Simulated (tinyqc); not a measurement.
Hall effect and magnetoresistance of several carrier groups with constant relaxation times: one step, computed by the program tinyqc. Command: `OMP_NUM_THREADS=1 python tinyqc.py 3008961 3008962 out.jsonl hall2 walk`. One thread of a shared host (Intel(R) Xeon(R) Processor @ 2.30GHz), about 0.01 s of CPU time with the checks.

Group 1 has charge +e and group 2 charge +e; s_i is that sign. B lies along z; mu B is formed with mu in m^2/(V s).

Question. Back from four measured limits to the two groups. With z_i = s_i mu_i and w_i = s_i n_i the moments M_k = w1 z1^k + w2 z2^k are M_(-1) = (1 + MR_sat) M_0^2/M_1, M_0 = 1/(e R_strong), M_1 = sigma(0)/e, M_2 = R_weak sigma(0)^2/e. The z_i are the roots of z^2 + p z + q with M_2 + p M_1 + q M_0 = 0 and M_1 + p M_0 + q M_(-1) = 0; then w follows from M_0 and M_1. Group 1 is the faster.

Carriers: light and heavy holes. Densities: per area (a thin layer).

R_H at strong field = 5984189 cm^2/C

sigma at B = 0 = 1.802449e-04 S

R_H at weak field = 4.884910e+07 cm^2/C

saturation MR = 115.7446 %

Constants: e = 1.602176634e-19 C.

Give: p and q; signed mobilities s_i mu_i; densities.

Answer.

p and q: -15480  7.2000e+06

signed mobilities s_i mu_i (cm^2/(V s)): 15000  480.00

densities (1/cm^2): 4.30e+10  1.00e+12
